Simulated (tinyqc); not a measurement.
Worked calculation: CCSD on RHF in the 6-31g basis, for H4, spin multiplicity 1. One step of it, computed by the program tinyqc.

Task: CCSD: starting amplitudes. t_ij^ab = <ij||ab> / (e_i + e_j - e_a - e_b), whose energy is MP2.

orbital energies (hartree): MO1 -0.672563, MO2 -0.490521, MO3 0.177964, MO4 0.394447, MO5 0.819110, MO6 1.065755, MO7 1.313103, MO8 1.393602

Two-electron integrals over orbitals (pq|rs), unique and non-zero (hartree):
```
(11|11) 0.481082    (21|21) 0.170585    (22|11) 0.441530    (22|22) 0.440813
(31|11) -0.062201   (31|22) -0.011029   (31|31) 0.069210    (32|21) 0.064224
(32|32) 0.066045    (33|11) 0.371875    (33|22) 0.359909    (33|31) -0.016938
(33|33) 0.336694    (41|21) 0.042086    (41|32) -0.017617   (41|41) 0.037565
(42|11) 0.080907    (42|22) 0.051678    (42|31) -0.045029   (42|33) 0.022831
(42|42) 0.048153    (43|21) -0.090399   (43|32) -0.055481   (43|41) -0.001633
(43|43) 0.089805    (44|11) 0.327047    (44|22) 0.323190    (44|31) -0.006043
(44|33) 0.306534    (44|42) 0.012686    (44|44) 0.299607    (51|11) 0.075221
(51|22) 0.079029    (51|31) 0.000888    (51|33) 0.041275    (51|42) 0.020549
(51|44) 0.033887    (51|51) 0.049921    (52|21) 0.074524    (52|32) 0.025053
(52|41) 0.022828    (52|43) -0.022702   (52|52) 0.056147    (53|11) 0.026853
(53|22) 0.030646    (53|31) 0.002904    (53|33) 0.016670    (53|42) 0.005899
(53|44) 0.001714    (53|51) 0.006860    (53|53) 0.020641    (54|21) 0.045643
(54|32) 0.018067    (54|41) 0.009161    (54|43) -0.036783   (54|52) 0.018601
(54|54) 0.023343    (55|11) 0.397990    (55|22) 0.386141    (55|31) -0.024046
(55|33) 0.327418    (55|42) 0.049076    (55|44) 0.292885    (55|51) 0.056641
(55|53) 0.029861    (55|55) 0.360531    (61|21) -0.046243   (61|32) -0.026645
(61|41) -0.005752   (61|43) 0.016801    (61|52) -0.041987   (61|54) -0.012393
(61|61) 0.036462    (62|11) -0.054396   (62|22) -0.072826   (62|31) -0.021992
(62|33) -0.040861   (62|42) -0.002505   (62|44) -0.029143   (62|51) -0.045739
(62|53) -0.017200   (62|55) -0.052514   (62|62) 0.056738    (63|21) -0.039898
(63|32) -0.026157   (63|41) -0.002465   (63|43) 0.016377    (63|52) -0.027349
(63|54) -0.003007   (63|61) 0.023266    (63|63) 0.024354    (64|11) 0.006855
(64|22) 0.004787    (64|31) -0.002857   (64|33) 0.006115    (64|42) 0.001142
(64|44) 0.000428    (64|51) -0.005893   (64|53) 0.006882    (64|55) 0.005862
(64|62) 0.002782    (64|64) 0.006341    (65|21) -0.134358   (65|32) -0.067326
(65|41) -0.020796   (65|43) 0.074328    (65|52) -0.059760   (65|54) -0.032642
(65|61) 0.042045    (65|63) 0.040720    (65|65) 0.126635    (66|11) 0.384796
(66|22) 0.394224    (66|31) 0.004466    (66|33) 0.328583    (66|42) 0.032762
(66|44) 0.290010    (66|51) 0.058736    (66|53) 0.038588    (66|55) 0.362141
(66|62) -0.066626   (66|64) 0.008720    (66|66) 0.384320    (71|11) 0.040662
(71|22) 0.003215    (71|31) -0.049623   (71|33) 0.010883    (71|42) 0.030177
(71|44) 0.016583    (71|51) 0.007640    (71|53) -0.021599   (71|55) 0.004869
(71|62) 0.019032    (71|64) -0.005820   (71|66) -0.023773   (71|71) 0.060356
(72|21) -0.028549   (72|32) -0.042543   (72|41) 0.015466    (72|43) 0.009317
(72|52) -0.021700   (72|54) 0.004623    (72|61) 0.024445    (72|63) 0.028957
(72|65) 0.044314    (72|72) 0.052278    (73|11) -0.094792   (73|22) -0.086693
(73|31) 0.014366    (73|33) -0.053319   (73|42) -0.027995   (73|44) -0.032971
(73|51) -0.042914   (73|53) -0.012015   (73|55) -0.067448   (73|62) 0.037593
(73|64) -0.000480   (73|66) -0.070000   (73|71) -0.011378   (73|73) 0.049701
(74|21) 0.012009    (74|32) -0.022990   (74|41) 0.025925    (74|43) 0.018206
(74|52) 0.018047    (74|54) -0.001480   (74|61) -0.007552   (74|63) -0.000995
(74|65) 0.002758    (74|72) 0.014160    (74|74) 0.032764    (75|11) 0.038859
(75|22) -0.006886   (75|31) -0.062546   (75|33) 0.001552    (75|42) 0.039071
(75|44) 0.000814    (75|51) -0.010815   (75|53) -0.012255   (75|55) 0.007725
(75|62) 0.036746    (75|64) 0.001788    (75|66) -0.026857   (75|71) 0.055255
(75|73) -0.001004   (75|75) 0.076335    (76|21) 0.067720    (76|32) 0.059084
(76|41) -0.007986   (76|43) -0.039100   (76|52) 0.042960    (76|54) 0.013684
(76|61) -0.040821   (76|63) -0.036565   (76|65) -0.075347   (76|72) -0.053494
(76|74) -0.012362   (76|76) 0.074084    (77|11) 0.439655    (77|22) 0.418296
(77|31) -0.035971   (77|33) 0.356611    (77|42) 0.058746    (77|44) 0.318191
(77|51) 0.081878    (77|53) 0.026265    (77|55) 0.383330    (77|62) -0.072334
(77|64) 0.002354    (77|66) 0.379360    (77|71) 0.025897    (77|73) -0.092778
(77|75) 0.013367    (77|77) 0.433809    (81|21) -0.021985   (81|32) 0.035041
(81|41) -0.037575   (81|43) 0.009231    (81|52) -0.010031   (81|54) -0.017563
(81|61) -0.004159   (81|63) -0.015099   (81|65) -0.007698   (81|72) -0.049114
(81|74) -0.030611   (81|76) 0.035905    (81|81) 0.069334    (82|11) -0.042319
(82|22) -0.002099   (82|31) 0.054422    (82|33) -0.008255   (82|42) -0.034949
(82|44) -0.015743   (82|51) -0.006819   (82|53) 0.019261    (82|55) -0.007364
(82|62) -0.019971   (82|64) 0.005251    (82|66) 0.025236    (82|71) -0.061132
(82|73) 0.008755    (82|75) -0.060819   (82|77) -0.026411   (82|82) 0.065482
(83|21) 0.074034    (83|32) 0.014779    (83|41) 0.029542    (83|43) -0.025129
(83|52) 0.042842    (83|54) 0.016013    (83|61) -0.026892   (83|63) -0.019676
(83|65) -0.054732   (83|72) -0.007951   (83|74) 0.025176    (83|76) 0.026211
(83|81) -0.023852   (83|83) 0.048034    (84|11) -0.105541   (84|22) -0.076099
(84|31) 0.043852    (84|33) -0.048517   (84|42) -0.045628   (84|44) -0.031478
(84|51) -0.033346   (84|53) -0.003759   (84|55) -0.065295   (84|62) 0.014714
(84|64) -0.000279   (84|66) -0.049305   (84|71) -0.038808   (84|73) 0.043860
(84|75) -0.039736   (84|77) -0.089541   (84|82) 0.040408    (84|84) 0.060577
(85|21) -0.006394   (85|32) 0.037021    (85|41) -0.031285   (85|43) -0.005330
(85|52) 0.002926    (85|54) -0.007472   (85|61) -0.014620   (85|63) -0.018960
(85|65) -0.015559   (85|72) -0.045043   (85|74) -0.027602   (85|76) 0.044433
(85|81) 0.055046    (85|83) -0.014169   (85|85) 0.054359    (86|11) -0.002047
(86|22) -0.029293   (86|31) -0.036641   (86|33) -0.017229   (86|42) 0.018948
(86|44) -0.009334   (86|51) -0.018193   (86|53) -0.016430   (86|55) -0.016630
(86|62) 0.038043    (86|64) -0.000683   (86|66) -0.040106   (86|71) 0.038192
(86|73) 0.012685    (86|75) 0.052362    (86|77) -0.020349   (86|82) -0.040776
(86|84) -0.015418   (86|86) 0.042714    (87|21) -0.161441   (87|32) -0.048994
(87|41) -0.048254   (87|43) 0.090867    (87|52) -0.080747   (87|54) -0.052279
(87|61) 0.052407    (87|63) 0.035124    (87|65) 0.126025    (87|72) 0.009452
(87|74) -0.024779   (87|76) -0.058214   (87|81) 0.050027    (87|83) -0.082655
(87|85) 0.024233    (87|87) 0.186850    (88|11) 0.489677    (88|22) 0.444226
(88|31) -0.070139   (88|33) 0.374001    (88|42) 0.087323    (88|44) 0.337379
(88|51) 0.096649    (88|53) 0.013897    (88|55) 0.403265    (88|62) -0.066121
(88|64) -0.001193   (88|66) 0.380384    (88|71) 0.068672    (88|73) -0.110665
(88|75) 0.053136    (88|77) 0.470969    (88|82) -0.069864   (88|84) -0.126568
(88|86) 0.005654    (88|88) 0.543887
```

Give: Starting amplitudes; correlation energy.

Result:

Starting amplitudes (spin orbitals 1a, 1b, ...; amplitudes related by a flip of all spins are not repeated; the 24 largest):
```
from      to        t
2a 2b  3a 3b  -0.0494
1a 1b  3a 3b  -0.0407
2a 2b  4a 4b  -0.0272
1a 2b  3a 4b   0.0259
2a 2b  5a 5b  -0.0214
1a 2b  3a 8b  -0.0199
2a 2b  6a 6b  -0.0182
1a 1b  4a 4b  -0.0176
1a 1b  3a 7b   0.0175
2a 2b  8a 8b  -0.0174
2a 2b  3a 7b   0.0172
1a 1b  8a 8b  -0.0168
1a 1b  5a 5b  -0.0167
1a 2b  7a 8b   0.0158
1a 2a  3a 4a   0.0158
1a 1b  7a 7b  -0.0152
1a 2b  5a 6b   0.0150
2a 2b  7a 7b  -0.0145
1a 2b  5b 6a  -0.0138
1a 2b  3b 8a   0.0128
1a 2b  7b 8a  -0.0127
2a 2b  3a 5b  -0.0127
2a 2b  4a 8b   0.0126
1a 1b  4a 8b   0.0120
```

correlation energy = -0.037809 hartree
